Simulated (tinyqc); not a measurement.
Phonon-assisted absorption at an indirect gap: sweeps and comparisons. A value that a table varies takes the place of the one given here.

alpha(E) = sum_j A_j [N_j (E - Eg + w_j)^2 + (N_j + 1)(E - Eg - w_j)^2], each bracket counted only where its base is positive; N_j = 1/(exp(w_j/kB T) - 1). The first term absorbs a phonon and the second emits one; excitons and direct transitions are left out.

Photodiode (Gaertner form with a dead layer): QE = (1 - R) exp(-alpha xj) [1 - exp(-alpha W)/(1 + alpha L)], R = ((nr - 1)/(nr + 1))^2; responsivity = QE/E in A/W for E in eV.

Constants: kB = 8.617333262e-05 eV/K.

Inputs chosen for the exercise (loosely those of SiGe at room temperature; Eg is not tied to T; shifted at random, so the results belong to these values and not to a real crystal): Eg = 0.948 eV (indirect gap, held fixed unless listed); w = (50, 14.1) meV (two zone-edge phonons); A = (3400, 530) 1/(cm eV^2) (their strengths); T = 77 K; nr = 3.86 (refractive index); xj = 0.37 micrometre (dead layer at the surface); W = 20 micrometre (depleted width); L = 120 micrometre (minority diffusion length below it); E = 1.276 eV (photon energy).

## The square root of alpha at three temperatures

The gap is held fixed, so only the phonon occupations change.

sqrt(alpha) (1/cm^(1/2)):
```
E - Eg (eV)   150 K   450 K   600 K
-0.04         0.085   0.360   0.457
-0.02         0.256   1.079   1.370
0.00          0.484   1.863   2.356
0.02          0.834   2.793   3.502
0.04          1.381   3.895   4.830
0.07          2.612   5.871   7.150
0.10          4.438   8.329   9.952
0.15          7.719  12.778  14.994
0.20         11.070  17.374  20.199
0.30         17.822  26.701  30.767
0.45         27.985  40.800  46.746
0.60         38.160  54.938  62.773
```

Below the gap only phonon absorption acts: at E - Eg = -0.02 eV sqrt(alpha) is 0.256, 1.079 and 1.370 at 150, 450 and 600 K. A straight line through the last two rows meets the axis at E - Eg = +0.0375, +0.0171 and +0.0125 eV: the intercept is roughly a weighted mean of the thresholds, not the gap, and it moves from the emission side towards Eg as the occupations grow. At the last row alpha grows by a factor 2.71 from the lowest to the highest temperature at fixed gap.

## Spectral response

Response:
```
E (eV)  wavelength (nm)  alpha (1/cm)  1/alpha (micrometre)  dead layer  collected     QE    A/W
0.97               1278         0.141              7.11e+04       1.000      0.002  0.001  0.001
1.01               1228          2.31              4.33e+03       1.000      0.031  0.021  0.020
1.07               1159          26.0                   384       0.999      0.277  0.181  0.169
1.15               1078           103                  96.8       0.996      0.637  0.415  0.361
1.25                992           273                  36.6       0.990      0.865  0.560  0.448
1.40                886           681                  14.7       0.975      0.972  0.620  0.443
1.60                775      1.51e+03                  6.62       0.946      0.997  0.617  0.385
1.85                670      3.01e+03                  3.33       0.895      1.000  0.585  0.316
2.15                577      5.47e+03                  1.83       0.817      1.000  0.534  0.248
2.55                486      9.90e+03                  1.01       0.693      1.000  0.453  0.178
```

QE is highest, 0.620, at 1.40 eV of those listed and the responsivity at 1.25 eV; reflection alone caps QE at 0.654. Near the gap weak absorption limits it (collected share 0.002); at the top the dead layer passes 0.693. Far above the gap the quadratic law and a constant index are only rough; in the real crystal direct transitions take over near 2 eV, so the rows above that understate alpha.

## What moves the response

At the energy E. Each row changes one parameter from the base and keeps the others.

Results:
```
case                  alpha (1/cm)      QE
base                         330.9  0.5787
Eg = 0.928 eV                378.9  0.5901
T = 127 K                    366.3  0.5875
W = 40 micrometre            330.9  0.6112
L = 60 micrometre            330.9  0.5341
xj = 0.74 micrometre         330.9  0.5717
nr = 4.05                    330.9  0.5624
```

The largest shifts from the base row, up to three for each result and ties (the steps differ in size, so this ranks the rows, not the parameters). alpha (1/cm): Eg +48.0, T +35.4; unchanged at the printed digits by W, L, xj and nr. QE: L -0.0446, W +0.0324, nr -0.0163.

Program tinyqc; command `OMP_NUM_THREADS=1 python tinyqc.py 1650160 1650161 out.jsonl`; about 0.01 s on one thread of a shared Intel(R) Xeon(R) Processor @ 2.30GHz.
